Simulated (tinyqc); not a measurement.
Worked calculation: plane-wave Kohn-Sham cycle with exchange-only LDA in a layered model solid. One step of it, computed by the program tinyqc.

Question. Iteration 2: potential. V_H(G) = 4 pi rho(G)/G^2 for G != 0 (uniform background); v_x = -(3 rho/pi)^(1/3); V = V_ext + V_H + v_x; Fourier components f(G_m) = (1/N) sum_j f(x_j) exp(-i G_m x_j).

A solid whose potential varies along x alone (atomic units):
```
parameter                      value
period a                    5.400000
cross-section of the cell  15.000000
electrons per cell                 2
grid points                       16
plane waves -n..n, n               2
k points                           4
V1 in V1 cos(2 pi x/a)     -0.550000
V2 in V2 cos(4 pi x/a)     -0.040000
```

density after iteration 1 (e/bohr^3): 0.06437402  0.05889031  0.04519240  0.02934524  0.01644958  0.00829034  0.00406090  0.00223955  0.00175107  0.00223955  0.00406090  0.00829034  0.01644958  0.02934524  0.04519240  0.05889031

Give: Potentials on the grid; V(G_m), m = 0, 1, 2, ....

Answer.

Potentials on the grid (hartree):
```
x         V_ext      V_H      v_x        V
0.0000  -0.5900   0.3008  -0.3947  -0.6839
0.3375  -0.5364   0.2730  -0.3831  -0.6465
0.6750  -0.3889   0.1973  -0.3508  -0.5423
1.0125  -0.1822   0.0926  -0.3037  -0.3934
1.3500   0.0400  -0.0192  -0.2504  -0.2297
1.6875   0.2388  -0.1198  -0.1993  -0.0804
2.0250   0.3889  -0.1974  -0.1571   0.0344
2.3625   0.4798  -0.2458  -0.1288   0.1052
2.7000   0.5100  -0.2621  -0.1187   0.1292
3.0375   0.4798  -0.2458  -0.1288   0.1052
3.3750   0.3889  -0.1974  -0.1571   0.0344
3.7125   0.2388  -0.1198  -0.1993  -0.0804
4.0500   0.0400  -0.0192  -0.2504  -0.2297
4.3875  -0.1822   0.0926  -0.3037  -0.3934
4.7250  -0.3889   0.1973  -0.3508  -0.5423
5.0625  -0.5364   0.2730  -0.3831  -0.6465
```

V(G_m), m = 0, 1, 2, ... (hartree): -0.2537  -0.2036  -0.0119  0.0003  0.0001
